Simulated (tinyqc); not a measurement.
What moves the results: valley splitting in a one-orbital chain of atomic planes (second-neighbour model). A value that a table varies takes the place of the one given here.

Each (001) plane carries one orbital with energy e0, hopping v to the next plane and u to the second: E(phi) = e0 + 2 v cos(phi) + 2 u cos(2 phi), where phi = pi - k a/4 (the sign of every second orbital is chosen so that v > 0, which shifts the phase by pi). The minimum lies at cos(phi0) = -v/(4u), phi0 = pi - (pi/2) k0 for a valley at k0 (2 pi/a), and e0 puts it at zero. A slab of N planes has hard walls: the matrix simply ends.

A well of Nw planes between barriers of 40 planes each (as of a SiGe alloy, taken as an offset alone). With x = j - 39.5 for plane j = 0, 1, ..., the potential is V0 (f(x) + f(Nw - x)) + F (j - 40) a/4, f(y) = 1/(1 + exp(y/L)), a step for L = 0; L is in planes, 4 L is about the distance over which f goes from 0.88 to 0.12, and 1 MV/m = 1e-4 V/angstrom.

Constants: hbar^2/2m0 = 3.80998211 eV angstrom^2.

Inputs chosen for the exercise (near those of the Delta valleys of silicon; abrupt walls in this chain split the valleys several times more than measured wells; not measured data):
- a = 5.436 angstrom (lattice constant; planes lie a/4 apart)
- ml = 0.92 m0 (longitudinal mass)
- N0 = 18 (first number of planes)
- Nf = 150 (planes in the thick slab)
- V0 = 0.25 eV (barrier height)
- F = 15 MV/m (field)
- Nw = 44 (planes in the well)
- k0 = 0.826 2 pi/a (position of the valley)

## Splitting against the number of planes

u = 0.604632 eV
v = 0.652830 eV
e0 = 1.385482 eV
phi0 = 1.844115 rad

Ten slabs from N0 on, of thickness (N - 1) a/4 between the outer planes. Effective mass: E1 = (c/ml)(pi/W)^2 with W = (N + 2) a/4: the amplitude vanishes on two missing planes at each end, and the envelope has its nodes N + 2 spacings apart. Large-N estimate of the splitting: 16 pi^2 u |sin(phi0) sin((N + 2) phi0)|/(N + 2)^3.

Doublet (meV):

| N | thickness (angstrom) | mean level | effective mass | splitting | estimate |
|---|---|---|---|---|---|
| 18 | 23.10 | 54.94 | 55.33 | 7.652 | 8.377 |
| 19 | 24.46 | 50.02 | 50.18 | 8.698 | 8.497 |
| 20 | 25.82 | 45.35 | 45.72 | 1.738 | 2.304 |
| 21 | 27.18 | 41.76 | 41.84 | 7.461 | 7.556 |
| 22 | 28.54 | 38.18 | 38.42 | 2.150 | 1.815 |
| 23 | 29.90 | 35.29 | 35.41 | 4.784 | 5.017 |
| 24 | 31.26 | 32.64 | 32.74 | 3.980 | 3.835 |
| 25 | 32.62 | 30.21 | 30.36 | 1.893 | 2.134 |
| 26 | 33.98 | 28.20 | 28.23 | 4.111 | 4.104 |
| 27 | 35.33 | 26.19 | 26.31 | 0.447 | 0.272 |

The mean level falls smoothly, from 54.9 to 26.2 meV, within 0.9 % of the effective-mass value. The splitting swings between 0.447 (N = 27) and 8.698 meV (N = 19): one plane more or less changes the phase between the two walls by phi0 = 1.844 rad. The estimate misses the computed values by at most 0.725 meV.

## Splitting against the electric field

A thick slab in a field F: plane j = 0, 1, ... gains the energy F j a/4 (1 MV/m = 1e-4 V/angstrom), which presses the electron against the first wall. The exponent is the slope of ln(splitting) against ln F between 20 and 50 MV/m.

Doublet:

| F (MV/m) | mean level (meV) | splitting (meV) | splitting/F (meV per MV/m) |
|---|---|---|---|
| 1 | 7.88 | 0.1412 | 0.1412 |
| 2 | 12.43 | 0.2824 | 0.1412 |
| 5 | 22.61 | 0.7061 | 0.1412 |
| 10 | 35.46 | 1.4127 | 0.1413 |
| 20 | 55.39 | 2.8268 | 0.1413 |
| 30 | 71.76 | 4.2423 | 0.1414 |
| 50 | 99.15 | 7.0762 | 0.1415 |

exponent = 1.00

The splitting goes from 0.1412 to 7.0762 meV. At high field it grows as F^1.00: at a single hard wall it follows the squared slope of the envelope, which is proportional to F, while the level itself grows about as F^(2/3) (here F^0.64). A hard wall is the sharpest interface possible; real Si interfaces split several times less.

## Sharp and graded interfaces

The lowest doublet for several interface widths L.

Doublet:

| L (planes) | 4 L (angstrom) | mean level (meV) | splitting (micro-eV) |
|---|---|---|---|
| 0.00 | 0.00 | 41.50 | 2121.60 |
| 0.25 | 1.36 | 41.77 | 1107.48 |
| 0.50 | 2.72 | 42.18 | 218.41 |
| 0.75 | 4.08 | 42.70 | 43.15 |
| 1.00 | 5.44 | 43.36 | 8.31 |
| 1.50 | 8.15 | 44.98 | 0.25 |
| 2.00 | 10.87 | 46.94 | 0.01 |

The mean level moves by +5.4 meV over the table, while the splitting falls from 2121.6 micro-eV at a step to 8.31 at L = 1 plane, a factor 255. Coupling the valleys needs the Fourier component of the potential at twice the valley wave vector, a period of a few planes, and grading removes it. Random alloy disorder, left out here, sets the splitting once this part is gone.

## What each parameter does

Step interfaces (L = 0). u, v, e0 follow from 8 u sin^2(phi0) = (2c/ml)/(a/4)^2, v = -4u cos(phi0), e0 = 2u + v^2/(4u), c = hbar^2/2m0. Each row changes one parameter from the base and keeps the others.

Results:

| case | mean level (meV) | splitting (micro-eV) |
|---|---|---|
| base | 41.50 | 2121.6 |
| k0 = 0.836 2 pi/a | 41.50 | 2124.2 |
| ml = 1.012 m0 | 40.23 | 2120.9 |
| V0 = 0.375 eV | 42.65 | 2122.0 |
| F = 30 MV/m | 62.35 | 4240.4 |
| Nw = 45 | 41.49 | 2133.0 |

The largest shifts from the base row, up to three for each result and ties (the steps differ in size, so this ranks the rows, not the parameters). mean level (meV): F +20.85, ml -1.27, V0 +1.15; unchanged at the printed digits by k0. splitting (micro-eV): F +2118.8, Nw +11.4, k0 +2.6.

tinyqc: `OMP_NUM_THREADS=1 python tinyqc.py 1480073 1480074 out.jsonl`; about 0.01 s, one thread, shared Intel(R) Xeon(R) Processor @ 2.30GHz.
